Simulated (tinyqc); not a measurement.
From stress after the hold back to hold time t: thermal stress and diffusional relaxation in a metal film: Coble and Nabarro-Herring creep, cooling and holds. Computed by tinyqc, a small Python program. Command: `OMP_NUM_THREADS=1 python tinyqc.py 3030761 3030762 out.jsonl creep inv`. One thread of a shared host (Intel(R) Xeon(R) Processor @ 2.30GHz), about 0.03 s of CPU time with the checks.

A thin film on a rigid substrate is stress-free at T0. Tension is positive and the film creeps linearly: d sigma/dt = -M (mismatch) dT/dt - sigma/tau.

Inputs (values chosen for the exercise, modelled on copper films on silicon):
```
quantity,value,unit
biaxial modulus M,190,GPa
expansion mismatch,13.9,1e-6/K
atomic volume Omega,11.8,angstrom^3
lattice prefactor D0,2.5e-05,m^2/s
lattice energy E,2.02,eV
boundary prefactor (delta D_b)0,3.1e-15,m^3/s
boundary energy E_b,1.08,eV
grain size d,0.62,um
stress-free temperature T0,400,C
hold temperature T,160,C
yield stress,400,MPa
```

Constants: k_B = 1.380649e-23 J/K; k_B = 8.617333262e-05 eV/K.

Method:
- Thermoelastic slope = M x mismatch; sigma_0 = slope x (T0 - T).
- Creep rate per stress: Nabarro-Herring 14 D Omega/(k_B T d^2), Coble (14 pi) delta D_b Omega/(k_B T d^3), with D = D0 exp(-E/(k_B T)), delta D_b = (delta D_b)0 exp(-E_b/(k_B T)); 1/tau = M x (sum of both)/2 (biaxial strain rate is half the uniaxial one).
- Temperatures in kelvin are T(C) + 273.15.
- sigma(t) = sigma_0 exp(-t/tau), relaxed part sigma_0 - sigma(t); the grain size where both mechanisms are equal is pi delta D_b/D.

Problem. A run gave the result below. Find the hold time t, known to lie between 0.66 and 1.3 h.

stress after the hold = 587.7858 MPa

Solution.

Each step takes the trial c = (a f_b - b f_a)/(f_b - f_a), f being the result less the target and a, b, c the logarithms of the listed values; c replaces end b, the old b replaces a if the sign of f changed, and otherwise f_a is halved.

Scan of the range:
```
hold time t (h),stress after the hold (MPa)
0.660,591.453
0.739,586.573
0.827,581.184
0.926,575.182
1.040,568.346
1.160,561.238
1.300,553.059
```

False position (Illinois rule, in the logarithm of the input) inside the bracket:
```
step,end a,end b,trial,stress after the hold (MPa)
1,0.660000,0.739000,0.718519,587.834
2,0.739000,0.718519,0.719290,587.786
3,0.739000,0.719290,0.719310,587.785
4,0.719290,0.719310,0.719300,587.786
```

Stress after the hold falls at every point of a 13-point scan of the range (every second point is shown), so one value fits; it is bracketed by 0.660 and 0.739. Answer: hold time t = 0.7193 h.

Caution: the elastic stress exceeds the yield stress, so dislocation glide would cap it first. Caution: bulk creep laws overstate relaxation in a bonded film, where the substrate constrains boundary diffusion, and dislocation glide is left out.
